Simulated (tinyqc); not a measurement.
# Reverse leakage of an n+-p junction: diffusion, generation, trap-assisted and band-to-band tunnelling: leakage components against the temperature

One-sided abrupt junction in the depletion approximation, x from the junction (0) to W on the p side, field F = F0 (1 - x/W). Flat quasi-Fermi levels, long p side. Traps generate through SRH with both lifetimes shortened by 1 + Gamma (Hurkx enhancement, form for moderate fields); band-to-band generation is local and needs a total bending above Eg.

Nc and Nv are given at 250 K and scale as (T/250 K)^1.5; all else is held fixed. ni = sqrt(Nc Nv) exp(-Eg/(2 Vt)), Eg in volts; Vbi = Vt ln(Na Nd/ni^2); W = sqrt(2 eps0 eps_r (Vbi + VR)/(q Na)); F0 = 2 (Vbi + VR)/W; FG = sqrt(24 mt m0 (kB T)^3)/(q hbar); J_diff = q ni^2 sqrt(Dn/tau)(1 - exp(-VR/Vt))/Na. u = (Vbi + VR)(1 - x/W)^2, p = Na exp(-u/Vt), n = Nd exp((u - Vbi - VR)/Vt); G0 = ni^2 (1 - exp(-VR/Vt))/(tau (n + p + 2 ni cosh(Et/Vt))); Gamma = 2 sqrt(3 pi)(F/FG) exp((F/FG)^2); trap-assisted part G0 Gamma; G_bb = Ab F^2.5 exp(-Bb/F) with F in V/cm, zero unless Vbi + VR > Eg. Currents are q times the integrals over 0 to W; J_bb under 1e-8 of J is printed as 0; rows with F0/FG above 2.2, beyond the range of this Gamma, are left out.

Parameters, values chosen for the exercise; band and dielectric values those of a made-up semiconductor:
- Eg = 0.867 eV (band gap)
- eps_r = 15 (relative permittivity)
- Nc = 1.78e19 cm^-3 (conduction-band density of states at the reference temperature)
- Nv = 2.18e19 cm^-3 (valence-band density of states at the reference temperature)
- Na = 2.8e16 cm^-3 (acceptor density of the lighter side)
- Nd = 1e19 cm^-3 (donor density of the heavier side)
- tau = 3e-7 s (SRH lifetime of both carriers at zero field)
- Et = -0.08 eV (trap level above the intrinsic level)
- mt = 0.22 m0 (tunnelling mass)
- Dn = 8.2 cm^2/s (electron diffusion coefficient on the lighter side)
- Ab = 3.6e14 cm^-0.5 V^-2.5 s^-1 (band-to-band prefactor)
- Bb = 1.32e7 V/cm (band-to-band field constant)
- VR = 2.2 V (reverse bias)

Constants: q = 1.602176634e-19 C, kB = 1.380649e-23 J/K, hbar = 1.054571817e-34 J s, m0 = 9.1093837015e-31 kg, Vt = kB T/q, eps0 = 8.8541878128e-14 F/cm where lengths are in cm. Results are converted to the units shown.

The same in every row: J_bb (A/cm^2) = 0.

Leakage components against the temperature:
```
T (K)  F0 (kV/cm)  F0/FG  J_diff (A/cm^2)  J_SRH (A/cm^2)  J_TAT (A/cm^2)  J (A/cm^2)              largest part
220           141  0.648         1.09e-13        4.11e-10         1.23e-9     1.64e-9  trap-assisted tunnelling
250           140  0.533         3.86e-11         1.30e-8         2.96e-8     4.26e-8  trap-assisted tunnelling
280           140  0.447          4.05e-9         2.02e-7         3.64e-7     5.70e-7  trap-assisted tunnelling
310           139  0.382          1.78e-7         1.87e-6         2.78e-6     4.83e-6  trap-assisted tunnelling
340           138  0.331          4.11e-6         1.19e-5         1.49e-5     3.09e-5  trap-assisted tunnelling
370           138  0.290          5.84e-5         5.72e-5         6.06e-5     1.76e-4  trap-assisted tunnelling
400           137  0.257          5.67e-4         2.20e-4         2.00e-4     9.87e-4                 diffusion
```

J rises from 1.64e-9 to 9.87e-4 A/cm^2. Trap-assisted tunnelling leads at T = 220, diffusion from 400 on. Activation energies over the table: 0.943 eV for diffusion (Eg = 0.867 eV, raised by the T^3 of ni^2), 0.556 eV for SRH generation (Eg/2 + |Et| = 0.513 eV), 0.506 eV for the trap-assisted part, lower since Gamma grows on cooling; the total shows 0.515 eV at the cold end and 0.733 eV at the hot end.

Range of the model: The n+ side is degenerate, so Vbi from Boltzmann statistics is only a guide.

tinyqc, about 0.01 s, one thread, Intel Xeon 2.30GHz (shared host): `OMP_NUM_THREADS=1 python tinyqc.py 2290059 2290060 out.jsonl`
